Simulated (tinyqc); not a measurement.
Band offset from the macroscopic average of a supercell potential, step by step. Values are carried at full precision from step to step, so a last printed digit may differ when a step is redone from the rounded ones.

A model of the planar-averaged electrostatic energy of an electron in a periodic cell of N1 periods of A (L1 = N1 n1 h) and N2 periods of B (L2 = N2 n2 h), on z_j = j h: V(z) = f VA + (1 - f) VB + F t(z), VA = V1[0] + V1[1] cos(2 pi z/(n1 h)) + V1[2] cos(4 pi z/(n1 h)), VB the same with V2, n2 and z - L1. f = [tanh(z/w) - tanh((z - L1)/w) + tanh((z - L1 - L2)/w)]/2 + 1/2; t(z) = z - L1/2 in A and (L1/L2)(L1 + L2/2 - z) beyond, so that the cell is periodic.

Constants: e^2/(4 pi eps0) = 14.39964547 eV angstrom.

Inputs chosen for the exercise (gaps near those of InAs and GaSb; shifted at random, so the results belong to these values and not to a real crystal):
- h = 0.35 angstrom (grid step)
- n1 = 7 (grid points per period of A)
- n2 = 6 (grid points per period of B)
- N1 = 5 (periods of A)
- N2 = 4 (periods of B)
- V1 = (-4.83, 4.02, -0.53) eV (mean and two harmonics of the potential in A)
- V2 = (-4.74, 3.31, 0.17) eV (the same in B)
- w = 0.39 angstrom (width of the interfaces)
- F = 0 eV/angstrom (slope in A from opposite charges on the two interfaces)
- Ev1 = 4.87 eV (valence top of bulk A above its mean potential)
- Eg1 = (0.05, 0.42) eV (gap of A: semi-local value, corrected value)
- fv1 = 0.29 (share of the correction that lowers the valence top of A)
- Ev2 = 5.69 eV (valence top of bulk B above its mean potential)
- Eg2 = (0.1, 0.8) eV (gap of B: semi-local value, corrected value)
- fv2 = 0.74 (the same share for B)
- eps = 13.3 (dielectric constant at the interface)

## The planar average

Evaluate V on the grid, j = 0, 1, ...

V(z_j) (eV): -2.255  -2.815  -5.318  -8.772  -8.778  -5.247  -2.206  -1.340  -2.206  -5.247  -8.782  -8.782  -5.247  -2.206  -1.340  -2.206  -5.247  -8.782  -8.782  -5.247  -2.206  -1.340  -2.206  -5.247  -8.782  -8.782  -5.247  -2.206  -1.340  -2.206  -5.247  -8.781  -8.778  -5.280  -2.343  -1.300  -3.033  -6.447  -7.884  -6.482  -3.170  -1.260  -3.170  -6.480  -7.880  -6.480  -3.170  -1.260  -3.170  -6.480  -7.880  -6.480  -3.170  -1.260  -3.170  -6.477  -7.850  -6.365  -3.466

## Running means

Running mean over n points, periodic: for odd n the plain mean of the n points centred on j; for even n the n + 1 points with half weight at both ends. The macroscopic average applies the mean over n1 points and then over n2 points.

Apply the first mean, then the second.

after the mean over n1 points (eV): -5.263  -5.395  -5.236  -5.056  -4.925  -4.838  -4.828  -4.829  -4.830  -4.830  -4.830  -4.830  -4.830  -4.830  -4.830  -4.830  -4.830  -4.830  -4.830  -4.830  -4.830  -4.830  -4.830  -4.830  -4.830  -4.830  -4.830  -4.830  -4.830  -4.829  -4.834  -4.853  -4.848  -4.966  -5.137  -5.009  -4.681  -4.380  -4.225  -4.492  -4.985  -5.189  -4.989  -4.516  -4.243  -4.516  -4.989  -5.189  -4.989  -4.516  -4.243  -4.516  -4.988  -5.184  -4.968  -4.537  -4.406  -4.628  -4.935

macroscopic average (eV): -5.031  -5.110  -5.127  -5.083  -4.999  -4.918  -4.865  -4.839  -4.830  -4.830  -4.830  -4.830  -4.830  -4.830  -4.830  -4.830  -4.830  -4.830  -4.830  -4.830  -4.830  -4.830  -4.830  -4.830  -4.830  -4.830  -4.830  -4.830  -4.832  -4.836  -4.849  -4.886  -4.926  -4.929  -4.876  -4.785  -4.694  -4.641  -4.644  -4.684  -4.721  -4.734  -4.738  -4.740  -4.740  -4.740  -4.740  -4.740  -4.740  -4.740  -4.740  -4.737  -4.737  -4.753  -4.776  -4.781  -4.783  -4.825  -4.919

Around the middle of B the first mean varies by 673 meV over five points and the second by 0 meV: one window removes only the period it matches.

## The potential line-up

Read the macroscopic average in the middle of each region, j = 17 and j = 47, and its slope in A by a central difference over two points each way.

plateau in A = -4.830 eV
plateau in B = -4.740 eV
dV = B - A = 0.090 eV
slope in A = 0.000 eV/angstrom

The plateaus are flat, so the line-up is well defined.

## Band offsets

dEv = Ev(A) - Ev(B) = Ev1 - (dV + Ev2); dEc = Ec(B) - Ec(A) = Eg2 - Eg1 - dEv. The correction of a gap, c = Eg[1] - Eg[0], lowers the valence top by fv c and leaves dV, a ground-state quantity, as it is. Type I: dEv and dEc of one sign; II: opposite signs; III: no overlap of the gaps.

Give the offsets with semi-local and with corrected band edges.

dEv, dEc, semi-local (eV): -0.910  0.960

lowering of the valence tops of A and B (eV): 0.107  0.518

dEv, dEc, corrected (eV): -0.499  0.879

The correction moves dEv by +0.41 eV and dEc by -0.08 eV; the type stays III.

## The dipole behind the step

A step dV of the mean electron energy from A to B across an interface equals 4 pi (e^2/4 pi eps0) times a dipole per area p (in e angstrom per angstrom^2). For a change of 0.1 eV in dV, give the charge per area moved over 2 angstrom in a medium of dielectric constant eps: sigma = 0.1 eps/(4 pi (e^2/4 pi eps0) 2). 1 angstrom^-2 = 1e16 cm^-2.

|p| = 0.00050 e/angstrom
sigma = 3.68e+13 e/cm^2

With about 7e14 atoms per cm^2 in a plane (as on a silicon (100) face), 5.3 % of an electron per atom shifts the line-up by 0.1 eV.

## Checks

- Line-up in a cell of 14 + 14 periods without slope against V2[0] - V1[0] (eV): both 0.0900.

(tinyqc, `OMP_NUM_THREADS=1 python tinyqc.py 1850737 1850738 out.jsonl`, Intel(R) Xeon(R) Processor @ 2.30GHz, 1 thread, shared host, about 0.01 s.)
